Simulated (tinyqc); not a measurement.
MESFET, gradual channel with velocity saturation: one step of the calculation.

A uniformly doped n-type channel, depleted from the top by a Schottky gate; at channel potential V the depleted share of a is u = sqrt((Vbi - Vg + V)/Vp), s at the source. Electrons drift with v = mu E/(1 + mu E/vsat). Abrupt depletion edge, no series resistance, source at 0.

Problem. Current below saturation. u = sqrt((Vbi - Vg + Vd)/Vp). I = (G0 Vp/3) F/(1 + Z (u^2 - s^2)), F = 3 (u^2 - s^2) - 2 (u^3 - s^3), with u at V = Vd; Z = 0 gives constant mobility, for which u stops at 1.

Parameters, values chosen for the exercise: gate voltage Vg = -0.8 V; drain voltage Vd = 0.46 V.

Vbi = 0.61351400 V
Vp = 2.4840087 V
G0 = 41.400244 mS
Z = 1.8065518
s = 0.75435105

Find: u; F; I for Z = 0; I.

Solution.

u = 0.8685
F = 0.1040
I for Z = 0 = 3.566 mA
I = 2.672 mA

The falling mobility lowers the current by 25.1 %.

tinyqc, about 0.04 s, one thread, Intel Xeon 2.30GHz (shared host): `OMP_NUM_THREADS=1 python tinyqc.py 2500061 2500062 out.jsonl`
